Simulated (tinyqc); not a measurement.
Inside a calculation. Model: Berg model of reactive sputtering of a nitride or oxide: poisoning, hysteresis and pumping speed. Computed by tinyqc, a small Python program that keeps every step. Command: `OMP_NUM_THREADS=1 python tinyqc.py 3008895 3008896 out.jsonl berg walk`. One thread of a shared host (Intel(R) Xeon(R) Processor @ 2.30GHz), about 0.05 s of CPU time with the checks. Intermediate numbers are printed to about 5 digits and carried at full precision; extremes and crossings named in words are read from the listed rows.

A diatomic gas reacts with bare metal on the target and on the collecting surfaces; ions remove metal and compound from the target. theta_t and theta_c are the compound fractions.

Inputs (values chosen for the exercise, close to those used for aluminium oxide):
```
quantity                         value     unit
ion current density J               27  mA/cm^2
target area A_t                    170     cm^2
collecting area A_c               3900     cm^2
metal yield Y_m                    0.9        -
compound yield Y_c               0.038        -
sticking coefficient alpha        0.65        -
reactive atoms per metal atom z    1.5        -
gas mass M                          32        u
pumping speed S                    740      l/s
gas temperature T                  300        K
reactive partial pressure P      0.004       Pa
```

Constants: e = 1.602176634e-19 C; u = 1.6605390666e-27 kg; k_B = 1.380649e-23 J/K.

## Steady state at the pressure P

Ion flux j = J/e; gas flux F = P/sqrt(2 pi M k_B T). Target: (2/z) alpha F (1 - theta_t) = j Y_c theta_t. Sputtered flows F_c = j Y_c theta_t A_t, F_m = j Y_m (1 - theta_t) A_t. Collector: (2/z) alpha F (1 - theta_c) A_c + F_c (1 - theta_c) = F_m theta_c. Gas use Q = alpha F [(1 - theta_t) A_t + (1 - theta_c) A_c] + P S/(k_B T); 1 sccm = 4.4780e17 molecules/s. Rate R = F_m + F_c, given relative to j Y_m A_t.

ion flux j = 1.6852e+17 1/(cm^2 s)

gas flux F = 1.0756e+16 1/(cm^2 s)

theta_t = 0.59279

theta_c = 0.77897

gas use (sccm): target 1.081, collector 13.459, pump 1.596

total flow Q = 16.136 sccm

rate relative to clean metal = 0.43224

The target is partly covered. The film is 77.9 % compound. Caution: here dQ/dP is negative, a branch that flow control cannot hold.

## Critical pumping speed

P is a single-valued function of the flow Q only if dQ/dP > 0 everywhere: S must exceed k_B T times the steepest fall of the surface terms with P.

pressure of the steepest fall = 0.0054402 Pa

critical pumping speed = 1570.1 l/s

S is 0.47 times the critical value: the flow curve is S-shaped and flow control shows hysteresis.

## The hysteresis loop

Turning points solve dQ/dP = 0; a jump keeps Q fixed; the width of the loop is the difference of the two turning flows.

Corners of the loop:
```
point                          P (Pa)  Q (sccm)  theta_t  theta_c  relative rate
edge of the metallic branch  0.003406    16.227  0.55351  0.73274        0.46986
landing, poisoned            0.026506    16.227  0.90607  0.99009        0.13219
edge of the poisoned branch  0.012959    13.898  0.82506  0.96338        0.20978
landing, metallic            0.001567    13.898  0.36312  0.47124        0.65221
```

width of the loop = 2.3292 sccm

Raising the flow past 16.2 sccm drops the rate from 0.470 to 0.132; the metallic mode returns only below 13.9 sccm. The best film reachable on the metallic branch is 73 % compound, so the region between needs pressure feedback. The pressure P of the inputs lies between the turning points, where dQ/dP is negative and flow control cannot hold it.

## Flow curve at three pumping speeds

The formulas are those given above.

Pressure as the free variable:
```
P (Pa)   theta_t  theta_c  relative rate  Q at S_c/4 (sccm)  Q at S_c (sccm)  Q at 2 S_c (sccm)
0.00027  0.08947  0.09803        0.91431              3.928            4.099              4.328
0.00054  0.16425  0.19098        0.84269              7.064            7.407              7.864
0.00110  0.28588  0.35894        0.72619             11.489           12.187             13.118
0.00190  0.40880  0.53749        0.60846             14.525           15.731             17.340
0.00330  0.54566  0.72308        0.47738             15.605           17.700             20.494
0.00540  0.66276  0.85136        0.36522             14.570           17.999             22.570
0.00870  0.75997  0.92811        0.27211             12.747           18.271             25.636
0.01400  0.83593  0.96805        0.19936             11.297           20.186             32.037
0.02200  0.88897  0.98595        0.14856             10.981           24.949             43.573
0.04400  0.94122  0.99623        0.09852             13.550           41.486             78.734
```

At S_c/4 the flow falls with pressure in 4 of the intervals: as the target poisons, less metal arrives to getter the gas. At 2 S_c it rises throughout. Coverages and rate depend on P alone, not on S. The collector converts before the target (theta_c = 0.72 at theta_t = 0.55), since the metal is spread over a larger area and no ions clean it. The rate tends to Y_c/Y_m = 0.042.

Checks made by the program: gas taken up by surfaces against gas bound in the growing film (relative difference below 1e-10).
